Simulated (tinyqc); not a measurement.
Worked calculation: thin-body film or fin with hard walls, valleys of the Si type. Values are carried at full precision from step to step, so a last printed digit may differ when a step is redone from the rounded ones.

Six ellipsoidal valleys with their long axes along the cube axes, mass ml along the axis and mt across it. For a valley whose axis makes the angle theta with the surface normal, 1/m_z = cos^2(theta)/ml + sin^2(theta)/mt sets the confinement; in the plane the masses are m_1 = mt and m_2 = ml mt/m_z, and m_d = sqrt(m_1 m_2).

Constants: hbar^2/2m0 = 3.80998211 eV angstrom^2; kB = 8.617333262e-05 eV/K.

Values chosen for the exercise (near those of Si; shifted at random, so the results belong to these values and not to a real crystal): ml = 0.906 m0 (longitudinal mass); mt = 0.187 m0 (transverse mass); face = 111 (face of the film or side wall of the fin); t = 40 angstrom (body thickness); T = 300 K (temperature); g_all = 6 (number of valleys); Ns = 1.2 x 1e12/cm^2 (sheet density in the on state); alpha = 0.53 1/eV (non-parabolicity).

## Valley masses for the (111) face

Group the valleys by their angle to the normal, heaviest m_z first.

Valleys (masses in m0):

| valleys g | cos^2(theta) | m_z | m_1 | m_2 | m_d |
|---|---|---|---|---|---|
| 6 | 0.3333 | 0.2543 | 0.1870 | 0.6663 | 0.3530 |

## Subband edges

A film of thickness t between hard walls, flat band inside: E_n = c (n pi/t)^2/m_z above the bulk edge, c = hbar^2/2m0. Without degeneracy the sheet density is N2 exp((EF - Ec)/kB T) with N2 = sum_i g m_d/(2 pi c) kB T exp(-E_i/kB T) over n = 1 to 40 of each group; a classical film has t Nc with Nc = 2 g_all (m_dos kB T/(4 pi c))^(3/2), m_dos = (ml mt^2)^(1/3). The threshold shift is dVt = kB T ln(t Nc/N2).

The seven lowest levels of all groups together; primes mark the lighter m_z.

Subbands:

| label | valleys g | E (eV) |
|---|---|---|
| 1 | 6 | 0.0924 |
| 2 | 6 | 0.3697 |
| 3 | 6 | 0.8319 |
| 4 | 6 | 1.4789 |
| 5 | 6 | 2.3108 |
| 6 | 6 | 3.3276 |
| 7 | 6 | 4.5292 |

The second subband, 2, lies 277.3 meV above the first, 10.7 kB T at 300 K.

## Effective density of states and threshold shift

Sum the subbands; 1/angstrom^2 = 1e16/cm^2 and 1/angstrom^3 = 1e24/cm^3.

terms of N2 by group (1e12/cm^2): 0.6405

Nc = 2.680 x 1e19/cm^3
t Nc = 10.720 x 1e12/cm^2
dVt = 72.8 mV

Confinement leaves 6 % of the classical states.

## Filling at a given sheet density

n_i = g m_d/(2 pi c) kB T ln(1 + exp((EF - E_i)/kB T)) over the levels listed; solve sum n_i = Ns (1e12/cm^2 = 1e-4/angstrom^2); the band bending of the charge itself is left out. c = hbar^2/2m0.

EF = 0.0169 eV

n_i in the order of the list (1e12/cm^2): 1.200  0.000  0.000  0.000  0.000  0.000  0.000

The fullest subband is 1, with 100 %.

## Non-parabolic correction

Each level E0 of the list is replaced by the root of E (1 + alpha E) = E0.

Levels (eV):

| label | parabolic | corrected |
|---|---|---|
| 1 | 0.0924 | 0.0883 |
| 2 | 0.3697 | 0.3166 |
| 3 | 0.8319 | 0.6249 |
| 4 | 1.4789 | 0.9750 |
| 5 | 2.3108 | 1.3479 |
| 6 | 3.3276 | 1.7340 |
| 7 | 4.5292 | 2.1284 |

The lowest level drops by 4.1 meV. Levels above about 1 eV (3 here) lie outside the range of the valley model.

## Checks

- N2 of a 3000 angstrom film, summed over n to convergence, plus the half-term of the walls against t Nc, 1/angstrom^2: both 0.080399.

(tinyqc, `OMP_NUM_THREADS=1 python tinyqc.py 1281030 1281031 out.jsonl`, Intel(R) Xeon(R) Processor @ 2.30GHz, 1 thread, shared host, about 0.01 s.)
